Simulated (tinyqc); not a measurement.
Sputter depth profiling of a dopant layer: erosion rate, quantification and the mixing-roughness response. From one set of inputs to another, one input at a time. Computed by tinyqc, a small Python program. Command: `OMP_NUM_THREADS=1 python tinyqc.py 3024075 3024076 out.jsonl sims ladder`. One thread of a shared host (Intel(R) Xeon(R) Processor @ 2.30GHz), about 0.2 s of CPU time with the checks.

A rastered ion beam erodes silicon (49.94 atoms per nm^3). The measured profile is the true one convolved with a depth response.

The inputs printed are set A. Inputs not listed in the table keep their values of set A, so the rows need not describe a real material.

Inputs (values chosen for the exercise, modelled on a dopant in silicon under an oxygen or caesium beam):
```
quantity,value,unit
beam energy E,0.35,keV
beam current,290,nA
raster side,500,um
sputter yield at 1 keV,0.8,-
mixing length at 1 keV,1.4,nm
roughness sigma,1.1,nm
depth of the top edge z0,35,nm
box width b,4.5,nm
box concentration C,1.5e+18,1/cm^3
relative sensitivity factor RSF,6.2e+21,1/cm^3
matrix count rate,640000,1/s
background count rate,0.44,1/s
counting time per point,0.5,s
level that defines the junction C_B,9e+16,1/cm^3
```

True profile: box.

Constants: e = 1.602176634e-19 C.

Method:
- Scaling chosen for the exercise: yield Y = Y1 E^0.5, mixing length w = w1 E^0.5 (E in keV).
- Erosion rate = Y I/(e x raster^2 x density); depth step = rate x counting time; concentration = RSF x counts/matrix counts; detection limit = RSF x 3 sqrt(background x time)/(matrix rate x time).
- Mixing alone turns a layer at z0 into (1/w) exp(-(z - z0 + w)/w) for z > z0 - w; roughness adds a Gaussian of width sigma. With x = z - z0 + w: g(x) = (1/(2w)) exp(sigma^2/(2 w^2) - x/w) erfc((sigma/w - x/sigma)/sqrt2), and its integral G(x) = (1/2) erfc(-x/(sigma sqrt2)) - w g(x). Measured: C [G(x) - G(x - b)].
- Find the maximum, the full width at half maximum and the deep point where the profile falls to C_B; far down, the trailing edge decays by w ln(10) per decade.
- Convolution adds means and variances: the response has mean 0 (shift -w plus exponential mean w) and variance w^2 + sigma^2; a box adds the mean b/2 and the variance b^2/12.

Each row keeps all changes above it:
```
input moved,from,to,peak concentration (1/cm^3),erosion rate (nm/s),standard deviation (nm)
set A,-,-,1.3558e+18,0.06862,1.8930
beam energy E (keV),0.35,7.5,8.7543e+17,0.31763,4.1949
box concentration C (1/cm^3),1.5e+18,6.8e+19,3.9686e+19,0.31763,4.1949
level that defines the junction C_B (1/cm^3),9e+16,5e+17,3.9686e+19,0.31763,4.1949
mixing length at 1 keV (nm),1.4,1.6,3.7047e+19,0.31763,4.7008
box width b (nm),4.5,11,5.9436e+19,0.31763,5.5221
roughness sigma (nm),1.1,0.46,6.1322e+19,0.31763,5.4309
beam current (nA),290,160,6.1322e+19,0.17524,5.4309
```

Peak concentration goes from 1.36e18 to 6.13e19, a factor 45.2 in all. The largest single move comes from box concentration C (a factor 45.3), and beam energy E works against it (a factor 0.646). Erosion rate goes from 0.0686 to 0.175, a factor 2.55 in all. The largest single move comes from beam energy E (a factor 4.63), and beam current works against it (a factor 0.552). Standard deviation goes from 1.89 to 5.43, a factor 2.87 in all. The largest single move comes from beam energy E (a factor 2.22). The single moves hold for this order of the switches; the total does not depend on the order.

Extremes, crossings and ranges named in words are read from the listed rows.
